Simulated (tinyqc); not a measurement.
Deformation-potential model of the Delta valleys of a conduction band: one step. Valley shifts. Four cases, with inputs chosen for the exercise.

Problem. Apply the Herring-Vogt formula to each valley.

Valleys with axes along x, y and z, each a pair at +k and -k. Herring-Vogt shift of a valley with unit axis a: dE = Xd tr(e) + Xu a.e.a. Non-degenerate shares n_i = exp(-dE_i/kT)/sum_j exp(-dE_j/kT). Inverse mass tensor of a valley: (1 - a a)/mt + a a/ml; the masses are taken as independent of strain.

Give: Xd tr(e); a.e.a; shifts dE.

Case 1.

Values chosen (out of a larger set: near those of Si; not measured data): Xd = 1.16 eV (dilation potential); Xu = 8.89 eV (uniaxial potential).

strain tensor:
```
            x            y            z
x  0.00692308   0.00000000   0.00000000
y  0.00000000  -0.00207692   0.00000000
z  0.00000000   0.00000000  -0.00207692
```

Solution.

Xd tr(e) = 3.21 meV

a.e.a: x 0.006923, y -0.002077, z -0.002077

shifts dE (meV): x 64.76, y -15.25, z -15.25

The lowest valleys are y and z, 80.0 meV below the highest; the mean shift over all valleys is (Xd + Xu/3) tr(e) = 11.42 meV.

Case 2.

Values chosen (out of a larger set: near those of Si; not measured data): Xd = 1.05 eV (dilation potential); Xu = 8.68 eV (uniaxial potential).

strain tensor:
```
            x            y            z
x  0.01046983   0.00000000   0.00000000
y  0.00000000  -0.00290226   0.00000000
z  0.00000000   0.00000000  -0.00290226
```

Solution.

Xd tr(e) = 4.90 meV

a.e.a: x 0.010470, y -0.002902, z -0.002902

shifts dE (meV): x 95.78, y -20.29, z -20.29

The lowest valleys are y and z, 116.1 meV below the highest; the mean shift over all valleys is (Xd + Xu/3) tr(e) = 18.40 meV.

Case 3.

Values chosen (out of a larger set: near those of Si; not measured data): Xd = 1.03 eV (dilation potential); Xu = 9.38 eV (uniaxial potential).

strain tensor:
```
            x           y            z
x  0.00166749  0.00185644   0.00000000
y  0.00185644  0.00166749   0.00000000
z  0.00000000  0.00000000  -0.00129694
```

Solution.

Xd tr(e) = 2.10 meV

a.e.a: x 0.001667, y 0.001667, z -0.001297

shifts dE (meV): x 17.74, y 17.74, z -10.07

The lowest valley is z, 27.8 meV below the highest; the mean shift over all valleys is (Xd + Xu/3) tr(e) = 8.47 meV.

Case 4.

Values chosen (out of a larger set: near those of Si; not measured data): Xd = 1.11 eV (dilation potential); Xu = 8.93 eV (uniaxial potential).

strain tensor:
```
            x           y            z
x  0.00126626  0.00000000   0.00000000
y  0.00000000  0.00126626   0.00000000
z  0.00000000  0.00000000  -0.00094741
```

Solution.

Xd tr(e) = 1.76 meV

a.e.a: x 0.001266, y 0.001266, z -0.000947

shifts dE (meV): x 13.07, y 13.07, z -6.70

The lowest valley is z, 19.8 meV below the highest; the mean shift over all valleys is (Xd + Xu/3) tr(e) = 6.48 meV.

Computed by tinyqc, one run a case: `OMP_NUM_THREADS=1 python tinyqc.py N N+1 out.jsonl` with N = 1080402, 1080585, 1080609, 1080754; one thread of a shared Intel(R) Xeon(R) Processor @ 2.30GHz, about 0.03 s a run at most.
